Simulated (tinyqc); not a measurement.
Saturation velocity and mobility from two gate lengths.

Inverse problem. Isat = Cox vsat Vg (x - 1)/(x + 1) per width, x = sqrt(1 + 2 mu Vg/(m vsat L)), with no series resistance and the same overdrive Vg and mu at both lengths. Find vsat and mu.

Parameters, values chosen for the exercise:
```
symbol,value,unit,meaning
Cox,1.62,uF/cm^2,gate capacitance
m,1.28,,body factor
```

Vg = 1.14 V
Isat at L = 0.1 and 0.3 um (uA/um): 452.82231  229.98726

Solution. The ratio of the currents depends on c = 2 mu Vg/(m vsat) alone and falls steadily from L2/L1 to 1 as c grows, so it fixes c; either current then gives vsat.

vsat = 7.600e6 cm/s
mu = 120.0 cm^2/(V s)

Program tinyqc, `OMP_NUM_THREADS=1 python tinyqc.py 2500113 2500114 out.jsonl`; Intel Xeon 2.30GHz, shared host, one thread, about 0.01 s.
